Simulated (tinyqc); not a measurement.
Shape and dimension: spherical quantum dot.

Constants: hbar^2/2m0 = 3.80998211 eV angstrom^2.

Values chosen for the exercise (near those of a Si dot in SiO2, with the mean mass 3/(2/mt + 1/ml) for all six valleys; not measured data): R = 14 angstrom (radius); V0 = 3.059 eV (barrier height); mw = 0.264 m0 (mass inside); mb = 0.519 m0 (mass outside).

Lowest level with hard walls: film c (pi/2R)^2/mw, cylinder c (2.404826/R)^2/mw, sphere c (pi/R)^2/mw, square or cube of side a: 2 or 3 times c (pi/a)^2/mw; c = hbar^2/2m0. Finite barriers V0 with outer mass mb and psi, psi'/m continuous for film, cylinder and sphere (not separable for the square and the cube: dash).

Cases:
```
shape
film, width 2R
cylinder, radius R
square wire of equal area
sphere, radius R
cube of equal volume
```

Rank the cases by hard walls, lowest first.

Answer: film, width 2R, cylinder, radius R, square wire of equal area, sphere, radius R, cube of equal volume.

Lowest level (eV):
```
shape                      hard walls  finite barrier
film, width 2R                 0.1817          0.1228
cylinder, radius R             0.4258          0.2836
square wire of equal area      0.4626               -
sphere, radius R               0.7267          0.4763
cube of equal volume           0.8390               -
```

With hard walls the levels of film, cylinder and sphere stand as 1 : 2.34 : 4.00; with the finite barrier as 1 : 2.31 : 3.88. The square lies 8.6 % above the circle of equal area and the cube 15.5 % above the sphere of equal volume: round shapes give the lowest level for a given size.

Program tinyqc; command `OMP_NUM_THREADS=1 python tinyqc.py 1250365 1250366 out.jsonl`; about 0.04 s on one thread of a shared Intel(R) Xeon(R) Processor @ 2.30GHz.
